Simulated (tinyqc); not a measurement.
## Doping from two capacitances

Question. An abrupt p-n junction obeys 1/C^2 = 2 (Vbi - V)/(q eps0 eps_r Ne), Ne = Na Nd/(Na + Nd), Vbi = Vt ln(Na Nd/ni^2), V the bias of the p side. Nd is known to be the larger doping. Find Ne, Vbi, Na and Nd.

Inputs (values chosen for the exercise): temperature T = 300 K; relative permittivity eps_r = 11.2.

Constants: q = 1.602176634e-19 C, kB = 1.380649e-23 J/K, Vt = kB T/q, eps0 = 8.8541878128e-14 F/cm where lengths are in cm. Results are converted to the units shown.

C at V = -0.3 and -4.6 V (nF/cm^2): 16.927275  9.8762347
ni = 2.8599947 cm^-3

Answer. The slope of 1/C^2 against -V gives Ne and its intercept Vbi. Then Na Nd = ni^2 exp(Vbi/Vt) and Na + Nd = Na Nd/Ne, so both are roots of one quadratic.

Ne = 8.00e15 cm^-3
Vbi = 1.92 V
Na = 8.40e15 cm^-3
Nd = 1.70e17 cm^-3

Program tinyqc, `OMP_NUM_THREADS=1 python tinyqc.py 2000089 2000090 out.jsonl`; Intel Xeon 2.30GHz, shared host, one thread, about 0.02 s.
